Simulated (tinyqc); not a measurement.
Carrier statistics of a doped semiconductor with parabolic bands: sweeps and comparisons. A value that a table varies takes the place of the one given here.

Eg(T) = Eg0 - al T^2/(T + be); m_de = Mv^(2/3) (ml mt^2)^(1/3); m_dh = (mhh^(3/2) + mlh^(3/2))^(2/3); Nc and Nv from N = 2 (m kB T/(4 pi c))^(3/2) with c = hbar^2/2m0, in 1/angstrom^3; times 1e24 for 1/cm^3.

Energies are counted from Ev, so Ec = Eg. n = Nc F_1/2((EF - Eg)/kT), p = Nv F_1/2(-EF/kT), ND+ = ND/(1 + 2 exp((EF - Eg + ED)/kT)), NA- = NA/(1 + 4 exp((EA - EF)/kT)); neutrality asks p + ND+ = n + NA-. F_j(eta) = (1/Gamma(j + 1)) integral_0^infinity x^j dx/(1 + exp(x - eta)), which tends to exp(eta) for eta << 0.

Constants: hbar^2/2m0 = 3.80998211 eV angstrom^2; kB = 8.617333262e-05 eV/K.

Values chosen for the exercise (near those of Si; the results hold for these values, not for the real material):
- Eg0 = 1.161 eV (gap at 0 K)
- al = 0.000465 eV/K (Varshni alpha)
- be = 655 K (Varshni beta)
- ml = 0.89 m0 (longitudinal electron mass)
- mt = 0.192 m0 (transverse electron mass)
- Mv = 6 (equivalent valleys)
- mhh = 0.546 m0 (heavy-hole mass)
- mlh = 0.153 m0 (light-hole mass)
- ND = 8.1e+16 1/cm^3 (donors)
- NA = 4.5e+12 1/cm^3 (acceptors)
- ED = 0.045 eV (donor level below Ec)
- EA = 0.0453 eV (acceptor level above Ev)
- T = 345 K

## Temperature

Neutrality solved at each temperature; ni = sqrt(Nc Nv) exp(-Eg/2kT).

Carriers (1/cm^3):

| T (K) | EF (eV) | n | p | majority / \|ND - NA\| | ni | Eg (eV) |
|---|---|---|---|---|---|---|
| 30 | 1.1337 | 2.89e+13 | <1e-99 | 0.000356 | 1.92e-80 | 1.1604 |
| 50 | 1.1286 | 1.46e+15 | 1.39e-96 | 0.0181 | 4.51e-41 | 1.1594 |
| 77 | 1.1194 | 1.18e+16 | 8.21e-56 | 0.146 | 3.11e-20 | 1.1572 |
| 120 | 1.0996 | 4.17e+16 | 1.95e-28 | 0.515 | 2.85e-06 | 1.1524 |
| 200 | 1.0473 | 7.16e+16 | 2.57e-08 | 0.884 | 4.29e+04 | 1.1392 |
| 300 | 0.9659 | 7.84e+16 | 689 | 0.968 | 7.36e+09 | 1.1172 |
| 450 | 0.8262 | 8.02e+16 | 1.19e+10 | 0.990 | 3.09e+13 | 1.0758 |
| 600 | 0.6728 | 8.07e+16 | 7.34e+13 | 0.996 | 2.43e+15 | 1.0276 |
| 800 | 0.4842 | 1.26e+17 | 4.51e+16 | 1.55 | 7.53e+16 | 0.9565 |
| 1000 | 0.4085 | 6.96e+17 | 6.16e+17 | 8.60 | 6.57e+17 | 0.8800 |

What does this show, and why?

Ionisation is incomplete: the majority density is below 90 % of the net doping at 30, 50, 77, 120 and 200 K, down to a share of 0.00036. It is within 10 % of the net doping at 300, 450 and 600 K. At 800 and 1000 K thermal pairs lift it more than 10 % above the net doping; ni has reached 6.57e+17 1/cm^3 at 1000 K against a net doping of 8.10e+16. EF goes from 1.134 eV to 0.408 eV, where midgap is 0.440 eV and the intrinsic level (Boltzmann) 0.403 eV.

## Doping level

Only donors are present (NA = 0); eta is the distance of EF beyond the conduction edge in units of kT.

Neutral state:

| ND (1/cm^3) | EF (eV) | majority (1/cm^3) | ionised share | eta |
|---|---|---|---|---|
| 1.0e+14 | 0.7273 | 1.00e+14 | 1.000 | -12.73 |
| 1.0e+15 | 0.7958 | 1.00e+15 | 1.000 | -10.42 |
| 1.0e+16 | 0.8642 | 9.97e+15 | 0.997 | -8.12 |
| 1.0e+17 | 0.9319 | 9.74e+16 | 0.974 | -5.84 |
| 1.0e+18 | 0.9954 | 8.18e+17 | 0.818 | -3.71 |
| 3.0e+18 | 1.0216 | 1.95e+18 | 0.650 | -2.83 |
| 1.0e+19 | 1.0468 | 4.43e+18 | 0.443 | -1.98 |
| 3.0e+19 | 1.0675 | 8.53e+18 | 0.284 | -1.28 |

How do the results move?

The impurity level lies at 1.0607 eV. The ionised share falls from 1.000 to 0.284 as EF passes through it between 1e+19 and 3e+19 1/cm^3 (share 1/3 there); it is below one half from 1e+19 1/cm^3 on. Over the last two rows the doping grows threefold and the majority density by a factor 1.92. EF comes within 3 kT of the majority band edge from 3e+18 1/cm^3 on. Above roughly 4e+18 1/cm^3 (N^(1/3) a = 0.26, with the radius a = sqrt(c/(m E)) from the ionisation energy E and the mass (ml mt^2)^(1/3)) the levels merge with the band and real ionisation is complete; sharp levels then overstate freeze-out.

## What each input does

Neutrality solved anew for each case. Each row changes one parameter from the base and keeps the others.

Results:

| case | EF (eV) | n (1/cm^3) | p (1/cm^3) |
|---|---|---|---|
| base | 0.9258 | 7.93e+16 | 4.29e+05 |
| T = 325 K | 0.9439 | 7.90e+16 | 3.03e+04 |
| ND = 1.62e+17 1/cm^3 | 0.9458 | 1.55e+17 | 2.19e+05 |
| NA = 5.85e+12 1/cm^3 | 0.9258 | 7.93e+16 | 4.29e+05 |
| Eg0 = 1.211 eV | 0.9758 | 7.93e+16 | 7.98e+04 |
| mt = 0.2304 m0 | 0.9205 | 7.96e+16 | 5.13e+05 |
| mhh = 0.6552 m0 | 0.9258 | 7.93e+16 | 5.46e+05 |
| ED = 0.0675 eV | 0.9251 | 7.75e+16 | 4.39e+05 |

What can be read from the table?

The largest shifts from the base row, up to three for each result and ties (the steps differ in size, so this ranks the rows, not the parameters). EF (eV): Eg0 +0.0500, ND +0.0200, T +0.0181; unchanged at the printed digits by NA and mhh. n (1/cm^3): ND +7.62e+16, ED -1.76e+15, T -3.24e+14; unchanged at the printed digits by NA, Eg0 and mhh. p (1/cm^3): T -3.98e+05, Eg0 -3.49e+05, ND -2.10e+05; unchanged at the printed digits by NA.

Program tinyqc; command `OMP_NUM_THREADS=1 python tinyqc.py 1682741 1682742 out.jsonl`; about 0.01 s on one thread of a shared Intel(R) Xeon(R) Processor @ 2.30GHz.
